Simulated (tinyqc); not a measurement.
From one set of inputs to another, one input at a time: donor in an ellipsoidal valley (Kohn-Luttinger variational method). Computed by tinyqc, a small Python program. Command: `OMP_NUM_THREADS=1 python tinyqc.py 3016647 3016648 out.jsonl kohnlutt ladder`. One thread of a shared host (Intel(R) Xeon(R) Processor @ 2.30GHz), about 0.2 s of CPU time with the checks.

H = -(d^2/dx^2 + d^2/dy^2) - gamma d^2/dz^2 - 2/r in units built on m_t, with gamma = m_t/m_l and z along the valley axis. One valley; no valley-orbit or central-cell term.

The inputs printed are set A. Set A is modelled on diamond; the values taken over come from a set modelled on silicon. Inputs not listed in the table keep their values of set A, so the rows need not describe a real material.

Inputs (values chosen for the exercise, modelled on diamond): transverse mass m_t = 0.33 m_0; longitudinal mass m_l = 1.51 m_0; dielectric constant eps = 5.59.

Constants: Ry = 13.605693123 eV; a_0 = 0.529177210903 angstrom.

Method:
- Ry* = Ry m_t/eps^2, a* = a_0 eps/m_t, gamma = m_t/m_l.
- Trial function exp(-sqrt((x^2 + y^2)/a^2 + z^2/b^2)) with beta = b/a < 1: E = t/a^2 - u/a, t = (2 + gamma/beta^2)/3, u = 2 arcsin(sqrt(1 - beta^2))/sqrt(1 - beta^2); the best a is 2 t/u and E(beta) = -u^2/(4 t).
- Golden-section search on beta from 0.05 to 0.999, 60 steps.
- Gaussian basis: g = P exp(-al (x^2 + y^2) - be z^2) with P = 1 (s-like), z (2p0) or x (2p+-); al = 0.004 x 2.6^k, k = 0..11, and be/al = 1, gamma^(-1/2) or 1/gamma (36 functions); 1/r = (2/sqrt(pi)) int exp(-t^2 r^2) dt by 48 Gauss-Legendre points after t = sqrt(al_i + al_j) tan(theta); overlap eigenvalues below 1e-10 are dropped.

Each row keeps all changes above it; columns: (1) input moved; (2) from; (3) to; (4) 2p+- binding energy (meV); (5) radius a of the 1s trial function (angstrom); (6) radius b of the 1s trial function (angstrom):
```
(1)                           (2)    (3)     (4)     (5)     (6)
set A                           -      -  45.837   6.761   3.953
dielectric constant eps      5.59   11.8  10.287  14.271   8.345
longitudinal mass m_l (m_0)  1.51   0.93   9.635  15.469  10.718
transverse mass m_t (m_0)    0.33  0.188   5.917  24.747  14.082
```

2p+- binding energy goes from 45.8 to 5.92, a factor 0.129 in all. The largest single move comes from dielectric constant eps (a factor 0.224). Radius a of the 1s trial function goes from 6.76 to 24.7, a factor 3.66 in all. The largest single move comes from dielectric constant eps (a factor 2.11). Radius b of the 1s trial function goes from 3.95 to 14.1, a factor 3.56 in all. The largest single move comes from dielectric constant eps (a factor 2.11). The single moves hold for this order of the switches; the total does not depend on the order.

Caution (rows set A): a* is only a few bond lengths, so central-cell and valley-orbit terms are large. Caution (rows set A): the short radius is only a few bond lengths, so the envelope approximation is rough.

Extremes, crossings and ranges named in words are read from the listed rows.
